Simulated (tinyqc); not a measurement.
RHF in the sto-3g basis, for H2, spin multiplicity 1, step by step. One step of it, computed by the program tinyqc.

Task: Iteration 2: building the Fock matrix. J_ij = sum D_kl (ij|kl), K_ij = sum D_kl (ik|jl); F = H + J - 0.5 K; E = tr D H + tr D J / 2 - 0.25 tr D K + E_nn.

D after iteration 1:
```
           1H 1s      2H 1s
1H 1s   1.027897  -0.062059
2H 1s  -0.062059   1.027897
```

core Hamiltonian H = T + V (hartree):
```
           1H 1s      2H 1s
1H 1s  -0.944770  -0.608615
2H 1s  -0.608615  -0.944770
```

Two-electron integrals (ij|kl) in chemists' order, unique and non-zero (hartree):
```
(11|11) 0.774606   (21|11) 0.273069   (21|21) 0.126764   (22|11) 0.452158
(22|21) 0.273069   (22|22) 0.774606
```

nuclear repulsion = 0.48907321 hartree

Give: Coulomb J; exchange K; Fock matrix F; total energy of this density.

Result:

Coulomb J (hartree):
```
        1H 1s   2H 1s
1H 1s  1.2271  0.5456
2H 1s  0.5456  1.2271
```

exchange K (hartree):
```
        1H 1s   2H 1s
1H 1s  0.8926  0.5254
2H 1s  0.5254  0.8926
```

Fock matrix F (hartree):
```
         1H 1s    2H 1s
1H 1s  -0.1640  -0.3257
2H 1s  -0.3257  -0.1640
```

total energy of this density = -0.592632 hartree

This density is a damped mixture and is not idempotent.
